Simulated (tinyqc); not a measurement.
Worked calculation: one-electron ion in a basis of Gaussians. Computed by tinyqc, a small Python program that keeps every step. Settings: Z = 4, l = 1. Command: `OMP_NUM_THREADS=1 python tinyqc.py 29837 29838 out.jsonl` (the two numbers bound the seeds that draw the settings). One thread of a shared host (Intel(R) Xeon(R) Processor @ 2.60GHz), about 0.01 s of CPU time with the checks.

## Matrices over normalised Gaussians

exponents of r^l exp(-a r^2) (1/bohr^2): 0.1614  0.3652  0.8265  1.8700  4.2330

Z = 4

l = 1

With p = a_i + a_j and I(k) = Gamma((k+1)/2) / (2 p^((k+1)/2)): S = I(2l+2), T = (2l+3) a_i a_j S / p, V = -Z I(2l+1), each divided by sqrt(S_ii S_jj).

S, lower triangle:
```
        1       2       3       4       5
1  1.0000
2  0.8164  1.0000
3  0.4701  0.8163  1.0000
4  0.2152  0.4702  0.8164  1.0000
5  0.0868  0.2151  0.4701  0.8163  1.0000
```

T (hartree), lower triangle:
```
        1       2       3       4        5
1  0.4035
2  0.4569  0.9130
3  0.3174  1.0338  2.0663
4  0.1598  0.7182  2.3398  4.6750
5  0.0675  0.3615  1.6253  5.2935  10.5825
```

V (hartree), lower triangle:
```
         1        2        3        4        5
1  -1.7096
2  -1.7827  -2.5716
3  -1.4061  -2.6815  -3.8687
4  -0.9228  -2.1151  -4.0342  -5.8192
5  -0.5475  -1.3877  -3.1816  -6.0677  -8.7551
```

## Generalised eigenproblem

H = T + V (hartree), lower triangle:
```
         1        2        3        4       5
1  -1.3061
2  -1.3258  -1.6586
3  -1.0887  -1.6477  -1.8024
4  -0.7629  -1.3969  -1.6943  -1.1442
5  -0.4800  -1.0262  -1.5564  -0.7742  1.8274
```

Solve H C = S C e through S^(-1/2); each column has its largest component positive (the first on a tie).

eigenvalues of S: 0.0149  0.0905  0.4023  1.3526  3.1398

eigenvalues (hartree): -1.9949  -0.8707  0.0768  2.9913  10.8996

coefficients:
```
        1        2        3        4        5
1  0.0650   1.3157  -1.7223   0.9368  -0.4840
2  0.3605  -0.4547   3.2117  -2.7730   1.5917
3  0.4731  -0.2678  -1.8630   3.9068  -3.0585
4  0.1518  -0.1502   0.1429  -2.3994   3.8790
5  0.1042  -0.0615  -0.1923   0.0675  -2.3983
```

For Z = 4 and l = 1 the exact lowest level is -Z^2/(2 n^2) with n = l + 1: -2.000000 hartree.
